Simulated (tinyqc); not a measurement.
Semiconductor laser, carrier and photon rate equations: two steps of the calculation.

Carrier density N and photon density S in one mode: dN/dt = F1 = eta I/(q V) - (A N + B N^2 + C N^3) - vg g S; dS/dt = F2 = G vg g S + G be B N^2 - S/tp, with g = g0 ln(N/Ntr)/(1 + ec S). Output power P = Fo Eph S V/(G tp). No heating, no carrier transport.

Inputs (values chosen for the exercise): active volume V = 3.2e-12 cm^3; confinement factor G = 0.105; group velocity vg = 7.43e9 cm/s; gain coefficient g0 = 2400 1/cm; transparency density Ntr = 1.7e18 cm^-3; gain compression ec = 3.7e-17 cm^3; photon lifetime tp = 3 ps; defect recombination coefficient A = 1.6e8 1/s; radiative coefficient B = 1.2e-10 cm^3/s; Auger coefficient C = 1.2e-29 cm^6/s; share of spontaneous emission into the mode be = 5.6e-5; injection efficiency eta = 0.76; drive current I = 2.8 mA.

Constants: q = 1.602176634e-19 C. Results are converted to the units shown.

Question 1. Threshold. gth = 1/(G vg tp), Nth = Ntr exp(gth/g0), Ith = q V (A Nth + B Nth^2 + C Nth^3)/eta. Above it S is near G tp eta (I - Ith)/(q V). Carrier lifetime at threshold Nth/(A Nth + B Nth^2 + C Nth^3).

Wanted: gth; Nth; Ith; estimate of S; carrier lifetime.

Answer 1.

gth = 427.27 1/cm
Nth = 2.0313e18 cm^-3
Ith = 0.62110 mA
estimate of S = 1.0174e15 cm^-3
carrier lifetime = 2.2062 ns

Question 2. Steady state by Newton steps. Jacobian, with a = g0/(N (1 + ec S)) and d = g/(1 + ec S): J11 = -(A + 2 B N + 3 C N^2) - vg a S, J12 = -vg d, J21 = G vg a S + 2 G be B N, J22 = G vg d - 1/tp. Solve J d = -F and add d to (N, S).

(N, S) at the start (Nth and the estimate of S): N (1e18 cm^-3) 2.031, S (1e15 cm^-3) 1.02

Wanted: F1, F2; J; (N, S) after iteration 1.

Answer 2.

F1, F2 (1e27 cm^-3/s): [0.1120, -0.01260]

J (1/ns):
```
         N       S
F1  -9.426   -2946
F2  0.9061  -24.03
```

(N, S) after iteration 1: N (1e18 cm^-3) 2.045, S (1e15 cm^-3) 1.014

Computed by the program tinyqc: `OMP_NUM_THREADS=1 python tinyqc.py 2840133 2840134 out.jsonl`, one thread of a shared Intel Xeon 2.30GHz, about 0.01 s for the whole run.
